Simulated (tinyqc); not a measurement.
# Strained alloy layer of InAs and GaAs on (001) InP, model-solid band line-up: gaps, strain and offsets against composition

The layer is x parts of the first compound and 1 - x of the second, grown coherently on the third as substrate and barrier. Rows of the table: lattice constant a, average valence level Ea on an absolute scale, spin-orbit splitting so, gaps at Gamma, X and L, hydrostatic deformation potentials av and ac (Gamma), shear potential b, elastic constants, electron and heavy-hole (along z) masses. All are interpolated linearly in x; gaps get -C x (1 - x), taken wholly in the conduction band; real line-ups can differ from this model by 0.1 eV or more.

In-plane strain e = (a_substrate - a)/a, e_z = -2 (c12/c11) e, volume change 2 e + e_z. With v = 2 e + e_z and d = 2 b (e_z - e): Eav = Ea + av v; E_hh = Eav + so/3 - d/2; E_lh = Eav - so/6 + d/4 + sqrt(so^2 + so d + 9 d^2/4)/2; E_c = Ea + so/3 + EG + ac v (Gamma). Substrate: E_v = Ea + so/3, E_c = E_v + EG. Well depths: dEc = E_c(substrate) - E_c, dEhh = E_hh - E_v(substrate), dElh likewise; strained Gamma gap E_c - max(E_hh, E_lh); positive values confine carriers in the layer. Matthews-Blakeslee for 60-degree dislocations in a single layer: hc = k (ln(hc/bv) + 1), k = bv (1 - nu/4)/(4 pi |e| (1 + nu)), nu = c12/(c11 + c12), bv = a/sqrt(2); the larger root. The valence offset is the larger of dEhh and dElh; a dash marks |e| under 0.02 % or no root.

Parameters, values chosen for the exercise:
- CG = 0.477 eV (bowing of the Gamma gap)
- CX = 1.4 eV (bowing of the X gap)
- CL = 0.33 eV (bowing of the L gap)

Binary compounds, values chosen for the exercise:

|  | close to InAs | close to GaAs | close to InP |
|---|---|---|---|
| a (angstrom) | 6.058 | 5.653 | 5.869 |
| Ea (eV) | -6.67 | -6.92 | -7.04 |
| so (eV) | 0.383 | 0.34 | 0.109 |
| EG (eV) | 0.356 | 1.42 | 1.32 |
| EX (eV) | 1.39 | 1.88 | 2.19 |
| EL (eV) | 1.07 | 1.7 | 1.96 |
| av (eV) | 1 | 1.14 | 1.26 |
| ac (eV) | -5.11 | -7.16 | -5.07 |
| b (eV) | -1.82 | -1.68 | -1.7 |
| c11 (GPa) | 82.8 | 120 | 101 |
| c12 (GPa) | 46 | 54.3 | 55.4 |
| me (m0) | 0.0232 | 0.0678 | 0.0804 |
| mh (m0) | 0.334 | 0.349 | 0.535 |

Results:

| x | e (%) | relaxed Gamma gap (eV) | lower of X and L gaps (eV) | strained Gamma gap (eV) | E_hh - E_lh (meV) | dEc (eV) | valence offset (eV) | hc (nm) |
|---|---|---|---|---|---|---|---|---|
| 0.25 | 1.9942 | 1.0646 | 1.4806 | 0.81456 | -153.14 | 0.13240 | 0.37303 | 3.60 |
| 0.33 | 1.4231 | 0.96342 | 1.4088 | 0.79171 | -107.35 | 0.16856 | 0.35973 | 5.80 |
| 0.41 | 0.85839 | 0.86837 | 1.3404 | 0.76922 | -63.231 | 0.20203 | 0.34876 | 11.4 |
| 0.49 | 0.29993 | 0.77944 | 1.2900 | 0.74648 | -21.427 | 0.23274 | 0.34078 | 42.7 |
| 0.66 | -0.86651 | 0.61072 | 1.2101 | 0.63768 | 56.509 | 0.28866 | 0.39366 | 11.3 |
| 0.74 | -1.4061 | 0.54087 | 1.1703 | 0.57968 | 86.807 | 0.31048 | 0.42984 | 5.91 |
| 0.82 | -1.9398 | 0.47711 | 1.1347 | 0.52377 | 112.72 | 0.32937 | 0.46685 | 3.74 |
| 0.9 | -2.4678 | 0.41947 | 1.1033 | 0.46995 | 134.51 | 0.34529 | 0.50476 | 2.60 |

Estimate the missing row, x = 0.57.

Computed row:

| x | e (%) | relaxed Gamma gap (eV) | lower of X and L gaps (eV) | strained Gamma gap (eV) | E_hh - E_lh (meV) | dEc (eV) | valence offset (eV) | hc (nm) |
|---|---|---|---|---|---|---|---|---|
| 0.57 | -0.25239 | 0.69661 | 1.2576 | 0.70544 | 17.352 | 0.26065 | 0.35390 | 52.6 |

With this row back in the table: The relaxed Gamma gap falls from 1.06 to 0.419 eV and the strained one falls from 0.815 to 0.470 eV. The lattice matches the substrate at x = 0.533; the heavy hole is on top where the layer is compressed (e < 0) and the light hole where it is stretched. dEc rises from 0.132 to 0.345 eV and the valence offset goes from 0.373 through a minimum of 0.341 (at x = 0.49 among the rows listed) to 0.505 eV. At the largest strain listed, -2.47 %, strain changes the gap by 50.5 meV.

Computed by the program tinyqc: `OMP_NUM_THREADS=1 python tinyqc.py 2690043 2690044 out.jsonl`, one thread of a shared Intel Xeon 2.30GHz, about 0.01 s for the whole run.
